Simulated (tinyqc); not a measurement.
Quaternary alloy A(x)B(1-x)C(y)D(1-y) matched to a substrate, step by step. Values are carried at full precision from step to step, so a last printed digit may differ when a step is redone from the rounded ones.

Matching a(x,y) = a_s gives x = (a_s - y a_BC - (1 - y) a_BD)/(y (a_AC - a_BC) + (1 - y)(a_AD - a_BD)).
Constants: hc = 1239.841984 eV nm.

Inputs chosen for the exercise (AC, AD, BC, BD near GaAs, GaP, InAs and InP; substrate near InP; shifted at random, so the results belong to these values and not to a real crystal):
```
symbol  value                         unit      meaning
a       (5.653, 5.444, 6.065, 5.871)  angstrom  lattice constants of AC, AD, BC, BD
a_s     5.871                         angstrom  substrate
y       0.97                                    fraction of C
Eg      (1.504, 2.927, 0.414, 1.414)  eV        gaps at Gamma of AC, AD, BC, BD
Cb      (0.438, 0.691, 0.2, 0.11)     eV        bowing of ABC, ABD, ACD, BCD
dx      -0.024                                  error of x in growth
```

## The matched composition

Give numerator, denominator and x.

numerator = -0.18818 angstrom
denominator = -0.41245 angstrom
x = 0.4562

## The gap by rule 1

Q(x,y) = x y Q_AC + x (1 - y) Q_AD + (1 - x) y Q_BC + (1 - x)(1 - y) Q_BD for the lattice constant. Gap, rule 1: Q(x,y) - x (1 - x)[y C_ABC + (1 - y) C_ABD] - y (1 - y)[x C_ACD + (1 - x) C_BCD]. Rule 2 (mean of ternaries): {x (1 - x)[y T_ABC(x) + (1 - y) T_ABD(x)] + y (1 - y)[x T_ACD(y) + (1 - x) T_BCD(y)]}/{x (1 - x) + y (1 - y)}, T_ABC(x) = x E_AC + (1 - x) E_BC - C_ABC x (1 - x), T_ACD(y) = y E_AC + (1 - y) E_AD - C_ACD y (1 - y), and alike. Only the Gamma valley is followed.

Give the four weights, the bilinear part, the two bowing terms, the gap and hc/gap.

weights of AC, AD, BC, BD: 0.4426  0.0137  0.5274  0.0163

bilinear part = 0.9471 eV

bowing terms (eV): 0.1105  0.0044

gap = 0.8322 eV
wavelength = 1490 nm

## The gap by rule 2

Give the four ternary gaps and their weighted mean.

T_ABC, T_ABD, T_ACD, T_BCD (eV): 0.8027  1.9329  1.5409  0.4408

gap = 0.8477 eV

Rule 2 lies 16 meV above rule 1: it averages the two bowing terms where rule 1 adds them. Both agree on the ternary edges.

## An error in composition

Replace x by x + dx; mismatch (a_s - a)/a and change of the relaxed gap by rule 1.

a = 5.8809 angstrom
mismatch = -0.168 %
change of the gap = -25.2 meV

The layer would be under compression; the strain shift of the gap is not included.

## Checks

- Lattice constant at the matched composition against a_s (angstrom): both 5.8710.
- Rule 2 as a mean of ternaries against its form with averaged bowing (eV): both 0.8477.

Computed by tinyqc, a small Python program: `OMP_NUM_THREADS=1 python tinyqc.py 1081321 1081322 out.jsonl` (the numbers bound the seed that draws the inputs); one thread of a shared host (Intel(R) Xeon(R) Processor @ 2.30GHz), about 0.01 s for the whole set of steps.
